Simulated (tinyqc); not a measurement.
From results back to parameters: conductance of a narrow metal strip with scatterers (square lattice, Green functions). Three cases, with inputs chosen for the exercise.

Problem. Boundaries with reflection R, a distance dg apart, add incoherently to the scattering in a one-dimensional channel: rho/rho0 = 1 + (lam/dg) R/(1 - R). The ratio comes from a hidden R.

Case 1.

Values chosen (out of a larger set: hopping and spacing of the size met in Cu or Al; the lattice is a model; not measured data): lam = 44 nm (bulk mean free path); dg = 48 nm (distance between boundaries).

rho/rho0 = 1.18775

Case 2.

Values chosen (out of a larger set: hopping and spacing of the size met in Cu or Al; the lattice is a model; not measured data): lam = 21 nm (bulk mean free path); dg = 50 nm (distance between boundaries).

rho/rho0 = 1.43714

Case 3.

Values chosen (out of a larger set: hopping and spacing of the size met in Cu or Al; the lattice is a model; not measured data): lam = 35 nm (bulk mean free path); dg = 39 nm (distance between boundaries).

rho/rho0 = 1.73427

Find: R; effective mean free path lam rho0/rho.

Solution. y = (rho/rho0 - 1) dg/lam = R/(1 - R), so R = y/(1 + y).

Case 1.

R = 0.170
effective mean free path lam rho0/rho = 37.04 nm

Case 2.

R = 0.510
effective mean free path lam rho0/rho = 14.61 nm

Case 3.

R = 0.450
effective mean free path lam rho0/rho = 20.18 nm

Computed by tinyqc, one run a case: `OMP_NUM_THREADS=1 python tinyqc.py N N+1 out.jsonl` with N = 1451787, 1451788, 1451790; one thread of a shared Intel(R) Xeon(R) Processor @ 2.30GHz, about 0.01 s a run at most.
